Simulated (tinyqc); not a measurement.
From image to dissolution rate: chemically amplified photoresist: aerial image, acid generation, bake, development and line width. Computed by tinyqc, a small Python program. Command: `OMP_NUM_THREADS=1 python tinyqc.py 3005211 3005212 out.jsonl resist walk`. One thread of a shared host (Intel(R) Xeon(R) Processor @ 2.30GHz), about 0.02 s of CPU time with the checks.

Lines and spaces of pitch p with a two-beam-like image; x = 0 is the middle of the bright space. The resist is positive and treated as uniform in depth.

Inputs (values chosen for the exercise, for a model resist at 13.5 nm):
```
quantity                                         value     unit
pitch p                                             36       nm
image contrast c                                  0.79        -
mean dose E                                       2.57  mJ/cm^2
Dill parameter C                                 0.048  cm^2/mJ
quencher load q, relative to the acid generator  0.052        -
acid diffusivity D                                0.11   nm^2/s
bake time t                                         90        s
amplification rate k_amp                         0.063      1/s
threshold protection m_th                         0.51        -
development selectivity n                           12        -
largest rate r_max                                 350     nm/s
smallest rate r_min                              0.073     nm/s
```

Method:
- Dose E(x) = E [1 + c cos(2 pi x/p)]; acid h = 1 - exp(-C E(x)).
- Bake: the acid image is blurred by a Gaussian of variance sigma^2 = 2 D t (each Fourier term k of h, taken on 64 points, is multiplied by exp(-4 pi^2 k^2 D t/p^2)).
- The quencher then removes q, h_eff = max(h_blurred - q, 0); protection m = exp(-k_amp t h_eff).
- Mack rate r = r_max (a + 1)(1 - m)^n/(a + (1 - m)^n) + r_min, a = ((n + 1)/(n - 1))(1 - m_th)^n.

Across half a pitch:
```
x/p   x (nm)  dose (mJ/cm^2)  blurred acid  protection m  rate (nm/s)
0.00     0.0          4.6003       0.17712        0.4919   1.9840e+02
0.05     1.8          4.5009       0.17412        0.5004   1.8093e+02
0.10     3.6          4.2125       0.16537        0.5258   1.2728e+02
0.15     5.4          3.7634       0.15164        0.5684   5.4644e+01
0.20     7.2          3.1974       0.13417        0.6276   1.0754e+01
0.25     9.0          2.5700       0.11458        0.7013   8.5185e-01
0.30    10.8          1.9426       0.09475        0.7847   8.8304e-02
0.35    12.6          1.3766       0.07665        0.8695   7.3038e-02
0.40    14.4          0.9275       0.06215        0.9441   7.3000e-02
0.45    16.2          0.6391       0.05277        0.9956   7.3000e-02
0.50    18.0          0.5397       0.04953        1.0000   7.3000e-02
```

What does the comparison show, and why?

The dose varies by a factor 8.52 across the pattern and the rate by 2720.

Extremes, crossings and ranges named in words are read from the listed rows.
